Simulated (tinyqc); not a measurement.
Inside a calculation (part 1 of 2). Method: G0W0 on RHF in the sto-6g basis, for BeH2, spin multiplicity 1. Computed by tinyqc, a small Python program that keeps every step (integrals from PySCF). Settings: charge = 0, multiplicity = 1, basis = sto-6g, method = RHF, energy threshold = 1e-10, iteration cap = 51, orthogonalisation = symmetric, start = core, DIIS depth = 6. Command: `OMP_NUM_THREADS=1 python tinyqc.py 20998 20999 out.jsonl` (the two numbers bound the seeds that draw the settings). One thread of a shared host (Intel(R) Xeon(R) Processor @ 2.60GHz), about 0.2 s of CPU time with the checks. The early iterations of the SCF are left out here.

## One-electron integrals

Geometry (angstrom):
```
atom       x        y       z
Be    0.0000   0.0000  0.0000
H     0.0000   1.5510  0.1080
H     0.0000  -1.5470  0.1070
```

Basis sto-6g: exponents (1/bohr^2) and contraction coefficients of normalised primitives:
```
element  l (shell)  exponent  coefficient
Be           s (1)  312.8705       0.0092
Be           s (1)   57.3645       0.0494
Be           s (1)   16.0485       0.1685
Be           s (1)    5.5131       0.3706
Be           s (1)    2.1409       0.4165
Be           s (1)    0.8817       0.1303
Be           s (2)   13.6332      -0.0133
Be           s (2)    2.6984      -0.0470
Be           s (2)    0.8387      -0.0338
Be           s (2)    0.3227       0.2502
Be           s (2)    0.1401       0.5951
Be           s (2)    0.0642       0.2407
Be           p (3)   13.6332       0.0038
Be           p (3)    2.6984       0.0377
Be           p (3)    0.8387       0.1739
Be           p (3)    0.3227       0.4180
Be           p (3)    0.1401       0.4259
Be           p (3)    0.0642       0.1017
H            s (1)   35.5232       0.0092
H            s (1)    6.5131       0.0494
H            s (1)    1.8221       0.1685
H            s (1)    0.6260       0.3706
H            s (1)    0.2431       0.4165
H            s (1)    0.1001       0.1303
```

Overlap, kinetic and nuclear-attraction integrals over the contracted functions; the nuclear repulsion is the sum of Za Zb / Rab.

nuclear repulsion = 2.897260 hartree

overlap S, lower triangle:
```
         1Be 1s  1Be 2s  1Be 2px  1Be 2py  1Be 2pz   2H 1s   3H 1s
1Be 1s   1.0000
1Be 2s   0.2548  1.0000
1Be 2px  0.0000  0.0000   1.0000
1Be 2py  0.0000  0.0000   0.0000   1.0000
1Be 2pz  0.0000  0.0000   0.0000   0.0000   1.0000
2H 1s    0.0447  0.3774   0.0000   0.4574   0.0318  1.0000
3H 1s    0.0451  0.3789   0.0000  -0.4587   0.0317  0.0182  1.0000
```

kinetic energy T (hartree), lower triangle:
```
          1Be 1s  1Be 2s  1Be 2px  1Be 2py  1Be 2pz    2H 1s   3H 1s
1Be 1s    6.7688
1Be 2s   -0.2074  0.2201
1Be 2px   0.0000  0.0000   0.6613
1Be 2py   0.0000  0.0000   0.0000   0.6613
1Be 2pz   0.0000  0.0000   0.0000   0.0000   0.6613
2H 1s    -0.0125  0.0403   0.0000   0.1292   0.0090   0.7685
3H 1s    -0.0126  0.0408   0.0000  -0.1302   0.0090  -0.0050  0.7685
```

nuclear attraction V (hartree), lower triangle:
```
           1Be 1s   1Be 2s  1Be 2px  1Be 2py  1Be 2pz    2H 1s    3H 1s
1Be 1s   -15.3964
1Be 2s    -1.8244  -2.9575
1Be 2px    0.0000   0.0000  -2.8956
1Be 2py    0.0001   0.0004   0.0000  -3.0803
1Be 2pz   -0.0020  -0.0171   0.0000   0.0000  -2.8965
2H 1s     -0.3474  -1.0287   0.0000  -1.2207  -0.0865  -2.7675
3H 1s     -0.3506  -1.0341   0.0000   1.2260  -0.0863  -0.0557  -2.7710
```

core Hamiltonian H = T + V (hartree), lower triangle:
```
          1Be 1s   1Be 2s  1Be 2px  1Be 2py  1Be 2pz    2H 1s    3H 1s
1Be 1s   -8.6277
1Be 2s   -2.0318  -2.7374
1Be 2px   0.0000   0.0000  -2.2343
1Be 2py   0.0001   0.0004   0.0000  -2.4190
1Be 2pz  -0.0020  -0.0171   0.0000   0.0000  -2.2352
2H 1s    -0.3599  -0.9883   0.0000  -1.0915  -0.0775  -1.9990
3H 1s    -0.3632  -0.9933   0.0000   1.0957  -0.0773  -0.0607  -2.0024
```

## Two-electron integrals

Functions are numbered as in S; the eight-fold symmetry (ij|kl) = (ji|kl) = (kl|ij) leaves the list below.

Two-electron integrals (ij|kl) in chemists' order, unique and non-zero (hartree):
```
(11|11) 2.3000      (21|11) 0.3619      (21|21) 0.0719      (22|11) 0.5703
(22|21) 0.1397      (22|22) 0.4178      (31|31) 0.0153      (32|31) 0.0226
(32|32) 0.0923      (33|11) 0.5703      (33|21) 0.1397      (33|22) 0.4178
(33|33) 0.4501      (41|41) 0.0153      (42|41) 0.0226      (42|42) 0.0923
(43|43) 0.0243      (44|11) 0.5703      (44|21) 0.1397      (44|22) 0.4178
(44|33) 0.4016      (44|44) 0.4501      (51|51) 0.0153      (52|51) 0.0226
(52|52) 0.0923      (53|53) 0.0243      (54|54) 0.0243      (55|11) 0.5703
(55|21) 0.1397      (55|22) 0.4178      (55|33) 0.4016      (55|44) 0.4016
(55|55) 0.4501      (61|11) 0.0649      (61|21) 0.0125      (61|22) 0.0243
(61|33) 0.0241      (61|41) 0.0012      (61|42) 0.0024      (61|44) 0.0247
(61|51) 8.65e-05    (61|52) 1.69e-04    (61|54) 4.18e-05    (61|55) 0.0241
(61|61) 0.0023      (62|11) 0.1701      (62|21) 0.0424      (62|22) 0.1397
(62|33) 0.1343      (62|41) 0.0059      (62|42) 0.0357      (62|44) 0.1505
(62|51) 4.09e-04    (62|52) 0.0025      (62|54) 0.0011      (62|55) 0.1344
(62|61) 0.0082      (62|62) 0.0721      (63|31) 0.0039      (63|32) 0.0182
(63|43) 0.0060      (63|53) 4.21e-04    (63|63) 0.0062      (64|11) 0.1874
(64|21) 0.0473      (64|22) 0.1626      (64|33) 0.1531      (64|41) 0.0094
(64|42) 0.0555      (64|44) 0.1816      (64|51) 3.85e-04    (64|52) 0.0026
(64|54) 0.0016      (64|55) 0.1531      (64|61) 0.0096      (64|62) 0.0951
(64|64) 0.1290      (65|11) 0.0130      (65|21) 0.0033      (65|22) 0.0113
(65|33) 0.0107      (65|41) 3.85e-04    (65|42) 0.0026      (65|44) 0.0118
(65|51) 0.0039      (65|52) 0.0184      (65|54) 0.0061      (65|55) 0.0115
(65|61) 0.0007      (65|62) 0.0066      (65|64) 0.0085      (65|65) 0.0068
(66|11) 0.3391      (66|21) 0.0862      (66|22) 0.3180      (66|33) 0.2953
(66|41) 0.0134      (66|42) 0.1068      (66|44) 0.3629      (66|51) 0.0009
(66|52) 0.0074      (66|54) 0.0047      (66|55) 0.2957      (66|61) 0.0172
(66|62) 0.2123      (66|64) 0.2964      (66|65) 0.0206      (66|66) 0.7750
(71|11) 0.0656      (71|21) 0.0127      (71|22) 0.0245      (71|33) 0.0243
(71|41) -0.0013     (71|42) -0.0024     (71|44) 0.0249      (71|51) 8.67e-05
(71|52) 1.69e-04    (71|54) -4.19e-05   (71|55) 0.0243      (71|61) 0.0021
(71|62) 0.0069      (71|64) 0.0074      (71|65) 0.0006      (71|66) 0.0138
(71|71) 0.0024      (72|11) 0.1710      (72|21) 0.0426      (72|22) 0.1404
(72|33) 0.1350      (72|41) -0.0059     (72|42) -0.0359     (72|44) 0.1513
(72|51) 4.08e-04    (72|52) 0.0025      (72|54) -0.0011     (72|55) 0.1351
(72|61) 0.0068      (72|62) 0.0363      (72|64) 0.0388      (72|65) 0.0033
(72|66) 0.0782      (72|71) 0.0083      (72|72) 0.0727      (73|31) 0.0039
(73|32) 0.0183      (73|43) -0.0061     (73|53) 4.20e-04    (73|63) 0.0024
(73|73) 0.0063      (74|11) -0.1882     (74|21) -0.0475     (74|22) -0.1632
(74|33) -0.1537     (74|41) 0.0095      (74|42) 0.0557      (74|44) -0.1823
(74|51) -3.85e-04   (74|52) -0.0026     (74|54) 0.0016      (74|55) -0.1537
(74|61) -0.0073     (74|62) -0.0387     (74|64) -0.0402     (74|65) -0.0035
(74|66) -0.0829     (74|71) -0.0097     (74|72) -0.0958     (74|74) 0.1299
(75|11) 0.0130      (75|21) 0.0033      (75|22) 0.0113      (75|33) 0.0106
(75|41) -3.85e-04   (75|42) -0.0026     (75|44) 0.0118      (75|51) 0.0040
(75|52) 0.0185      (75|54) -0.0062     (75|55) 0.0115      (75|61) 0.0006
(75|62) 0.0033      (75|64) 0.0034      (75|65) 0.0027      (75|66) 0.0072
(75|71) 0.0007      (75|72) 0.0066      (75|74) -0.0086     (75|75) 0.0069
(76|11) 0.0101      (76|21) 0.0025      (76|22) 0.0074      (76|33) 0.0073
(76|41) 3.23e-07    (76|42) 2.50e-06    (76|44) 0.0077      (76|51) 4.57e-05
(76|52) 2.28e-04    (76|54) 2.18e-07    (76|55) 0.0073      (76|61) 4.32e-04
(76|62) 0.0027      (76|64) 0.0032      (76|65) 2.64e-04    (76|66) 0.0065
(76|71) 4.36e-04    (76|72) 0.0027      (76|74) -0.0032     (76|75) 2.63e-04
(76|76) 1.37e-04    (77|11) 0.3399      (77|21) 0.0864      (77|22) 0.3186
(77|33) 0.2959      (77|41) -0.0135     (77|42) -0.1071     (77|44) 0.3636
(77|51) 0.0009      (77|52) 0.0074      (77|54) -0.0047     (77|55) 0.2962
(77|61) 0.0137      (77|62) 0.0780      (77|64) 0.0827      (77|65) 0.0072
(77|66) 0.1708      (77|71) 0.0174      (77|72) 0.2133      (77|74) -0.2976
(77|75) 0.0206      (77|76) 0.0065      (77|77) 0.7750
```

## Orthogonalisation

S = U s U^T; symmetric (Loewdin) form X = U s^(-1/2) U^T, so that X^T S X = 1.

eigenvalues of S: 0.3431  0.4363  0.9473  1.0000  1.0070  1.6274  1.6388

X, lower triangle:
```
          1Be 1s   1Be 2s  1Be 2px  1Be 2py  1Be 2pz    2H 1s   3H 1s
1Be 1s    1.0273
1Be 2s   -0.1472   1.1671
1Be 2px   0.0000   0.0000   1.0000
1Be 2py   0.0000  -0.0009   0.0000   1.2377
1Be 2pz  -0.0012   0.0116   0.0000   0.0000   1.0010
2H 1s     0.0192  -0.2339   0.0000  -0.3266  -0.0194   1.1877
3H 1s     0.0192  -0.2355   0.0000   0.3281  -0.0193  -0.0622  1.1894
```

## Starting guess

The start is the orbitals of the core Hamiltonian; D = 2 C_occ C_occ^T.

D at the start, lower triangle:
```
          1Be 1s  1Be 2s  1Be 2px  1Be 2py  1Be 2pz   2H 1s   3H 1s
1Be 1s    2.1368
1Be 2s   -0.5267  1.9740
1Be 2px   0.0000  0.0000   0.0000
1Be 2py  -0.0004  0.0021   0.0000   2.1277
1Be 2pz  -0.0424  0.1807   0.0000   0.0008   0.0166
2H 1s    -0.0044  0.0863   0.0000  -0.0734   0.0079  0.0065
3H 1s    -0.0049  0.0889   0.0000   0.0712   0.0082  0.0016  0.0066
```

## Iteration 7 (converged): orbitals

converged F (hartree), lower triangle:
```
          1Be 1s   1Be 2s  1Be 2px  1Be 2py  1Be 2pz    2H 1s    3H 1s
1Be 1s   -4.6006
1Be 2s   -1.2498  -0.5667
1Be 2px   0.0000   0.0000   0.2102
1Be 2py   0.0000   0.0005   0.0000  -0.1539
1Be 2pz   0.0015  -0.0119   0.0000   0.0000   0.2091
2H 1s    -0.2237  -0.3407   0.0000  -0.3036  -0.0165  -0.2407
3H 1s    -0.2257  -0.3420   0.0000   0.3043  -0.0164  -0.0182  -0.2420
```

Diagonalise F' = X^T F X, C = X C', fill 3 alpha and 3 beta electrons from the bottom; D = 2 C_occ C_occ^T. Each column has its largest component positive (the first on a tie).

F' = X^T F X (hartree), lower triangle:
```
         1        2       3        4        5        6       7
1  -4.5037
2  -0.6594  -0.1279
3   0.0000   0.0000  0.2102
4  -0.0001  -0.0004  0.0000   0.2091
5   0.0009   0.0049  0.0000   0.0000   0.2105
6  -0.0112  -0.2809  0.0000  -0.3814  -0.0203   0.0427
7  -0.0119  -0.2822  0.0000   0.3825  -0.0202  -0.0727  0.0434
```

orbital energies (hartree): MO1 -4.6021, MO2 -0.4214, MO3 -0.3797, MO4 0.2074, MO5 0.2102, MO6 0.3656, MO7 0.7046

coefficients C:
```
             MO1      MO2      MO3      MO4     MO5      MO6      MO7
1Be 1s    0.9948  -0.2023  -0.0018   0.0373  0.0000  -0.2143   0.0007
1Be 2s    0.0208   0.5973   0.0060  -0.1653  0.0000   1.0533  -0.0052
1Be 2px   0.0000   0.0000   0.0000   0.0000  1.0000   0.0000   0.0000
1Be 2py   0.0000  -0.0047   0.4955  -0.0004  0.0000   0.0029   1.2251
1Be 2pz  -0.0001   0.0156   0.0002   0.9852  0.0000   0.1785  -0.0002
2H 1s    -0.0025   0.3919   0.4343   0.0808  0.0000  -0.7277  -0.8356
3H 1s    -0.0025   0.4000  -0.4264   0.0805  0.0000  -0.7239   0.8426
```

D after iteration 7, lower triangle:
```
          1Be 1s  1Be 2s  1Be 2px  1Be 2py  1Be 2pz    2H 1s   3H 1s
1Be 1s    2.0609
1Be 2s   -0.2003  0.7146
1Be 2px   0.0000  0.0000   0.0000
1Be 2py   0.0000  0.0004   0.0000   0.4910
1Be 2pz  -0.0066  0.0187   0.0000   0.0001   0.0005
2H 1s    -0.1652  0.4733   0.0000   0.4268   0.0125   0.6845
3H 1s    -0.1653  0.4727   0.0000  -0.4263   0.0123  -0.0569  0.6837
```

## Convergence

Stop when the energy changes by less than 1e-10 hartree and every element of the error matrix X^T (F D S - S D F) X is below 3e-06.

Course of the cycle:
```
iteration  E (hartree)     change  largest element of the error matrix
1           -14.945575          -                             5.48e-01
2           -15.679296  -7.34e-01                             2.28e-02
3           -15.680240  -9.44e-04                             3.29e-03
4           -15.680279  -3.85e-05                             8.53e-04
5           -15.680282  -2.52e-06                             2.44e-05
6           -15.680282  -2.97e-09                             2.80e-06
7           -15.680282  -2.08e-11                             2.41e-07
```

PySCF RHF in the same basis = -15.680282 hartree

Converged in 7 iterations.

## Populations, bond orders and dipole

Mulliken: Z minus the diagonal of D S on the atom; Loewdin: the same with S^(1/2) D S^(1/2); Mayer order: 2 sum_s sum (D(s) S)_ij (D(s) S)_ji over the two atoms.

Charges (e):
```
atom  Mulliken  Loewdin
1Be     0.1006   0.0843
2H     -0.0503  -0.0422
3H     -0.0503  -0.0421
```

Mayer bond orders:
```
pair   order
2-1   0.9929
3-1   0.9929
3-2   0.0046
```

dipole moment about the origin, x y z (debye): 0.0000  -0.0015  -0.3204

## Integrals over molecular orbitals

(pq|rs) = sum C_ip C_jq C_kr C_ls (ij|kl), one index at a time.

one-electron integrals over orbitals h = C^T H C (hartree), lower triangle:
```
         1        2        3        4        5        6        7
1  -8.6189
2   0.2088  -2.3098
3   0.0019   0.0005  -2.2455
4  -0.0406   0.0213   0.0004  -2.2289
5   0.0000   0.0000   0.0000   0.0000  -2.2343
6   0.2085  -0.2479  -0.0040  -0.0403   0.0000  -1.9204
7  -0.0006   0.0034  -0.3110   0.0001   0.0000  -0.0002  -1.8654
```

Two-electron integrals over orbitals (pq|rs), unique and non-zero (hartree):
```
(11|11) 2.2810      (21|11) -0.1879     (21|21) 0.0244      (22|11) 0.4605
(22|21) -0.0057     (22|22) 0.3760      (31|11) -0.0017     (31|21) 1.71e-04
(31|22) -2.76e-04   (31|31) 0.0052      (32|11) 1.04e-04    (32|21) -1.44e-04
(32|22) -0.0033     (32|31) 0.0111      (32|32) 0.1599      (33|11) 0.4221
(33|21) -0.0021     (33|22) 0.3878      (33|31) 1.80e-04    (33|32) 0.0027
(33|33) 0.4110      (41|11) 0.0347      (41|21) -0.0042     (41|22) 0.0023
(41|31) -4.09e-05   (41|32) 4.12e-06    (41|33) 0.0012      (41|41) 0.0164
(42|11) -0.0182     (42|21) 0.0013      (42|22) 0.0064      (42|31) 1.04e-05
(42|32) -1.13e-04   (42|33) 0.0080      (42|41) 0.0142      (42|42) 0.0472
(43|11) -2.32e-04   (43|21) 1.38e-05    (43|22) -1.69e-04   (43|31) -1.40e-04
(43|32) 0.0114      (43|33) 2.93e-04    (43|41) 1.32e-04    (43|42) 3.06e-04
(43|43) 0.0138      (44|11) 0.5680      (44|21) -0.0070     (44|22) 0.3527
(44|31) -6.11e-05   (44|32) 1.39e-05    (44|33) 0.3362      (44|41) -0.0043
(44|42) -0.0228     (44|43) -2.55e-04   (44|44) 0.4518      (51|51) 0.0160
(52|51) 0.0147      (52|52) 0.0469      (53|51) 1.37e-04    (53|52) 3.09e-04
(53|53) 0.0126      (54|51) -0.0027     (54|52) -0.0074     (54|53) -7.31e-05
(54|54) 0.0251      (55|11) 0.5701      (55|21) -0.0068     (55|22) 0.3537
(55|31) -6.06e-05   (55|32) 1.28e-05    (55|33) 0.3362      (55|41) 0.0011
(55|42) -0.0086     (55|43) -1.16e-04   (55|44) 0.4008      (55|55) 0.4501
(61|11) -0.1978     (61|21) 0.0263      (61|22) -0.0060     (61|31) 2.69e-04
(61|32) 3.15e-05    (61|33) -0.0027     (61|41) -0.0023     (61|42) 0.0033
(61|43) 3.04e-05    (61|44) -0.0063     (61|55) -0.0054     (61|61) 0.0289
(62|11) 0.1394      (62|21) -0.0063     (62|22) -0.0150     (62|31) -2.84e-05
(62|32) 0.0010      (62|33) -0.0405     (62|41) 0.0033      (62|42) -0.0041
(62|43) -2.97e-06   (62|44) 0.0631      (62|55) 0.0668      (62|61) -0.0053
(62|62) 0.0831      (63|11) 0.0020      (63|21) -6.47e-05   (63|22) 0.0017
(63|31) -4.34e-04   (63|32) -0.0913     (63|33) -0.0021     (63|41) 3.15e-05
(63|42) -8.88e-06   (63|43) -0.0096     (63|44) 0.0009      (63|55) 0.0010
(63|61) -6.19e-05   (63|62) 4.69e-04    (63|63) 0.0851      (64|11) 0.0146
(64|21) 4.06e-04    (64|22) 0.0014      (64|31) -3.19e-06   (64|32) -5.43e-05
(64|33) -0.0038     (64|41) 0.0151      (64|42) 0.0419      (64|43) 4.30e-04
(64|44) -0.0024     (64|55) 0.0064      (64|61) 0.0029      (64|62) 0.0183
(64|63) 2.73e-04    (64|64) 0.0468      (65|51) 0.0160      (65|52) 0.0461
(65|53) 4.80e-04    (65|54) -0.0047     (65|65) 0.0493      (66|11) 0.4735
(66|21) -0.0071     (66|22) 0.3792      (66|31) -8.52e-06   (66|32) 0.0007
(66|33) 0.3888      (66|41) 0.0068      (66|42) 0.0195      (66|43) 2.58e-04
(66|44) 0.3521      (66|55) 0.3564      (66|61) -0.0064     (66|62) -0.0221
(66|63) -0.0008     (66|64) 0.0124      (66|66) 0.4001      (71|11) 0.0007
(71|21) -1.86e-04   (71|22) -3.34e-04   (71|31) 0.0098      (71|32) 0.0176
(71|33) 3.30e-04    (71|41) 7.07e-06    (71|42) -6.32e-06   (71|43) -4.63e-04
(71|44) 1.59e-05    (71|55) 1.26e-05    (71|61) -4.19e-05   (71|62) 5.23e-05
(71|63) 2.58e-04    (71|64) -1.90e-05   (71|66) 1.16e-04    (71|71) 0.0187
(72|11) -0.0018     (72|21) 1.61e-05    (72|22) 0.0009      (72|31) 0.0045
(72|32) -0.0406     (72|33) -4.08e-04   (72|41) -8.59e-06   (72|42) 2.25e-04
(72|43) -0.0094     (72|44) -0.0008     (72|55) -0.0008     (72|61) 7.67e-05
(72|62) -0.0014     (72|63) 0.0624      (72|64) -1.09e-04   (72|66) 2.05e-05
(72|71) 0.0082      (72|72) 0.0580      (73|11) 0.1500      (73|21) -0.0039
(73|22) -0.0007     (73|31) 2.24e-05    (73|32) 9.43e-05    (73|33) -0.0184
(73|41) 1.98e-05    (73|42) -0.0131     (73|43) -2.06e-04   (73|44) 0.0690
(73|55) 0.0697      (73|61) -0.0035     (73|62) 0.0780      (73|63) 0.0014
(73|64) 0.0090      (73|66) -0.0189     (73|71) 1.08e-04    (73|72) -0.0007
(73|73) 0.0874      (74|11) -2.36e-05   (74|21) 1.75e-05    (74|22) 4.10e-04
(74|31) -0.0019     (74|32) -0.0214     (74|33) -4.05e-04   (74|41) -5.48e-05
(74|42) -2.71e-04   (74|43) 0.0117      (74|44) 3.39e-05    (74|55) -1.29e-06
(74|61) -2.04e-05   (74|62) -1.61e-04   (74|63) 0.0133      (74|64) -9.42e-05
(74|66) -1.58e-04   (74|71) -0.0032     (74|72) 0.0040      (74|73) -2.49e-05
(74|74) 0.0200      (75|51) -5.84e-05   (75|52) -2.96e-04   (75|53) 0.0133
(75|54) 1.94e-05    (75|65) -1.18e-04   (75|75) 0.0169      (76|11) 6.95e-05
(76|21) -9.54e-05   (76|22) -0.0027     (76|31) 0.0097      (76|32) 0.1384
(76|33) 0.0027      (76|41) -2.07e-05   (76|42) -1.60e-04   (76|43) 0.0124
(76|44) -1.63e-05   (76|55) -3.90e-05   (76|61) 5.28e-05    (76|62) 0.0007
(76|63) -0.0889     (76|64) -1.32e-04   (76|66) 0.0008      (76|71) 0.0159
(76|72) -0.0478     (76|73) -5.15e-05   (76|74) -0.0182     (76|76) 0.1331
(77|11) 0.5473      (77|21) -0.0071     (77|22) 0.4018      (77|31) -1.21e-04
(77|32) -0.0011     (77|33) 0.4180      (77|41) 0.0010      (77|42) 0.0015
(77|43) -7.84e-05   (77|44) 0.3789      (77|55) 0.3781      (77|61) -0.0074
(77|62) -0.0192     (77|63) 0.0005      (77|64) -0.0044     (77|66) 0.4116
(77|71) -6.37e-05   (77|72) 4.80e-04    (77|73) 0.0028      (77|74) 1.29e-04
(77|76) -0.0008     (77|77) 0.4552
```
